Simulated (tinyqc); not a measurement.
Quantum against classical capture: non-radiative capture by multiphonon emission, one effective mode. Computed by tinyqc, a small Python program. Command: `OMP_NUM_THREADS=1 python tinyqc.py 3027986 3027987 out.jsonl capture walk`. One thread of a shared host (Intel(R) Xeon(R) Processor @ 2.30GHz), about 0.01 s of CPU time with the checks.

The initial state (free carrier plus empty centre) lies dE above the final state; both have the same frequency and are displaced by dQ.

Inputs (values chosen for the exercise, with mass, screening and phonons like those of GaAs):
```
quantity                     value                   unit
energy released dE           0.227                     eV
phonon energy hbar omega      20.3                    meV
Huang-Rhys factor S           7.52                      -
electron-phonon coupling W   0.011  eV/(u^(1/2) angstrom)
cell volume V                 2040             angstrom^3
degeneracy g                     2                      -
broadening b                    17                    meV
carrier mass m              0.0693                    m_0
dielectric constant eps       12.7                      -
temperature T                   77                      K
```

Centre: repulsive.

Constants: hbar^2/u = 4.18015928e-03 eV angstrom^2; k_B = 8.617333262e-05 eV/K; hbar = 6.582119569e-16 eV s; Ry = 13.605693123 eV.

Method:
- dQ = sqrt(2 S (hbar^2/u)/hbar omega); relaxation energy lambda = S hbar omega; phonons needed P = dE/hbar omega; classical barrier E_b = (dE - lambda)^2/(4 lambda); occupation n = 1/(exp(hbar omega/k_B T) - 1).
- M_p = sum_m w_m <m_i|Q|(m + p)_f>^2 with Q counted from the final minimum and Boltzmann weights w_m for m = 0..24; <m_i|Q|k_f> = sqrt((hbar^2/u)/(2 hbar omega)) [sqrt(k) <m|k-1> + sqrt(k+1) <m|k+1>], with overlaps of oscillators displaced by d = sqrt(2 S) summed on 1500 points from -16 to 16 + d.
- The delta function is a Gaussian of standard deviation b at dE - p hbar omega.
- C_0 = V (2 pi/hbar) g W^2 sum_p M_p Gaussian_p. Here the sum runs over all p.
- Classical (Marcus) form: replace the sum by Q_c^2 exp(-E_b/k_B T)/sqrt(4 pi lambda k_B T), Q_c = dQ (dE + lambda)/(2 lambda).
- Sommerfeld factor of a repulsive centre: s(k) = 2 pi nu/(exp(2 pi nu) - 1), nu = sqrt(Ry*/E), Ry* = Ry m/eps^2, averaged over (2/sqrt(pi)) sqrt(x) exp(-x) dx with x = E/k_B T = t^2 (trapezoid, t to 6 in steps of 0.01).
- The last column is -k_B d ln C_0/d(1/T) from this row and the one above.

dQ = 1.75984 u^(1/2) angstrom

lambda = 0.152656 eV

classical barrier E_b = 0.00905145 eV

Against temperature:
```
T (K)  C_0, quantum (cm^3/s)  C_0, classical (cm^3/s)  Sommerfeld factor  activation energy (eV)
19                6.0991e-08               1.5998e-09            0.00278                       -
35                6.1040e-08               1.4756e-08            0.01150              2.8626e-06
59                6.1735e-08               3.8526e-08            0.02989              8.3990e-05
94                6.4069e-08               5.9224e-08            0.05942              5.0665e-04
140               6.7046e-08               7.0056e-08            0.09649              1.1196e-03
210               6.8861e-08               7.3454e-08            0.14559              9.6681e-04
330               6.7065e-08               7.0284e-08            0.21216             -1.3148e-03
520               6.1224e-08               6.2896e-08            0.28829             -7.0926e-03
```

At 19.0 K the quantum value is 38 times the classical one: C_0 comes from tunnelling out of the lowest level and hardly depends on T. At 520 K the ratio is 0.97. The largest apparent activation energy is 0.001 eV against the classical barrier of 0.009 eV; a barrier below one phonon energy gives no activated range. The measured coefficient is C = s C_0, and s changes by a factor 100 over these rows, so C changes by 100 where C_0 changes by 1.0.

Extremes, crossings and ranges named in words are read from the listed rows.
